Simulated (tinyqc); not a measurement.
From results back to parameters: heavy doping: gap narrowing, degeneracy and the minority density. Five cases, with inputs chosen for the exercise.

Problem. Narrowing at two dopings was computed from hidden E0 and N0, with N0 below Na.

Empirical narrowing (Slotboom form, constants chosen for the exercise; published fits of this form give the apparent narrowing, here it is taken as the true one): dEg = E0 [ln(N/N0) + sqrt(ln(N/N0)^2 + C)].

Find: N0; E0.

Method. The ratio dEg(Nb)/dEg(Na) depends on N0 alone and rises steadily with it; solve for ln N0 by bisection, then E0 from either value.

Case 1.

Values chosen (out of a larger set: gap and densities of states near those of Si at this temperature; narrowing constants near the fits for Si; not measured data): C = 0.5 (smoothing constant); Na = 9.6e+17 1/cm^3; Nb = 2.9e+19 1/cm^3.

dEg(Na) = 35.1463 meV
dEg(Nb) = 85.5290 meV

Solution.

N0 = 9.6e+16 1/cm^3
E0 = 7.46 meV

Case 2.

Values chosen (out of a larger set: gap and densities of states near those of Si at this temperature; narrowing constants near the fits for Si; not measured data): C = 0.5 (smoothing constant); Na = 1.2e+18 1/cm^3; Nb = 3.6e+19 1/cm^3.

dEg(Na) = 30.8590 meV
dEg(Nb) = 75.0055 meV

Solution.

N0 = 1.2e+17 1/cm^3
E0 = 6.55 meV

Case 3.

Values chosen (out of a larger set: gap and densities of states near those of Ge at this temperature; narrowing constants of the size fitted for Si, not for this material; not measured data): C = 0.5 (smoothing constant); Na = 1.3e+18 1/cm^3; Nb = 3.9e+19 1/cm^3.

dEg(Na) = 39.0567 meV
dEg(Nb) = 94.9307 meV

Solution.

N0 = 1.3e+17 1/cm^3
E0 = 8.29 meV

Case 4.

Values chosen (out of a larger set: gap and densities of states near those of Si at this temperature; narrowing constants near the fits for Si; not measured data): C = 0.5 (smoothing constant); Na = 1e+18 1/cm^3; Nb = 3e+19 1/cm^3.

dEg(Na) = 30.0581 meV
dEg(Nb) = 73.0588 meV

Solution.

N0 = 1.0e+17 1/cm^3
E0 = 6.38 meV

Case 5.

Values chosen (out of a larger set: gap and densities of states near those of Si at this temperature; narrowing constants near the fits for Si; not measured data): C = 0.5 (smoothing constant); Na = 8.6e+17 1/cm^3; Nb = 2.6e+19 1/cm^3.

dEg(Na) = 31.3772 meV
dEg(Nb) = 76.3676 meV

Solution.

N0 = 8.6e+16 1/cm^3
E0 = 6.66 meV

Computed by tinyqc, one run a case: `OMP_NUM_THREADS=1 python tinyqc.py N N+1 out.jsonl` with N = 1652639, 1652677, 1652699, 1652701, 1652711; one thread of a shared Intel(R) Xeon(R) Processor @ 2.30GHz, about 0.01 s a run at most.
